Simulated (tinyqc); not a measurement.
From results back to parameters: carrier statistics of a doped semiconductor with parabolic bands. Three cases, with inputs chosen for the exercise.

Problem. ni^2 = C^2 (T/300 K)^3 exp(-Eg(T)/kB T) with Eg(T) = Eg0 - al T^2/(T + be). Two intrinsic densities were computed from hidden Eg0 and C = sqrt(Nc Nv) at 300 K.

Constants: kB = 8.617333262e-05 eV/K.

Find: Eg0; C.

Method. y(T) = 2 ln ni - 3 ln(T/300) - al T/((T + be) kB) equals 2 ln C - Eg0/(kB T), a straight line in 1/T; two points give slope and intercept.

Case 1.

Values chosen (near those of GaN; not measured data): al = 0.000887 eV/K (Varshni alpha); be = 840 K (Varshni beta); T1 = 310 K; T2 = 470 K.

ni(T1) = 8.23919e-10 1/cm^3
ni(T2) = 14.5526 1/cm^3

Solution.

Eg0 = 3.533 eV
C = 1.02e+19 1/cm^3

Case 2.

Values chosen (near those of SiC; not measured data): al = 0.000653 eV/K (Varshni alpha); be = 1297 K (Varshni beta); T1 = 270 K; T2 = 480 K.

ni(T1) = 1.29971e-11 1/cm^3
ni(T2) = 966.484 1/cm^3

Solution.

Eg0 = 3.266 eV
C = 2.40e+19 1/cm^3

Case 3.

Values chosen (near those of InAs; not measured data): al = 0.000275 eV/K (Varshni alpha); be = 92 K (Varshni beta); T1 = 320 K; T2 = 490 K.

ni(T1) = 1.63753e+15 1/cm^3
ni(T2) = 4.77468e+16 1/cm^3

Solution.

Eg0 = 0.418 eV
C = 8.42e+17 1/cm^3

Computed by tinyqc, one run a case: `OMP_NUM_THREADS=1 python tinyqc.py N N+1 out.jsonl` with N = 1650530, 1650532, 1650645; one thread of a shared Intel(R) Xeon(R) Processor @ 2.30GHz, about 0.01 s a run at most.
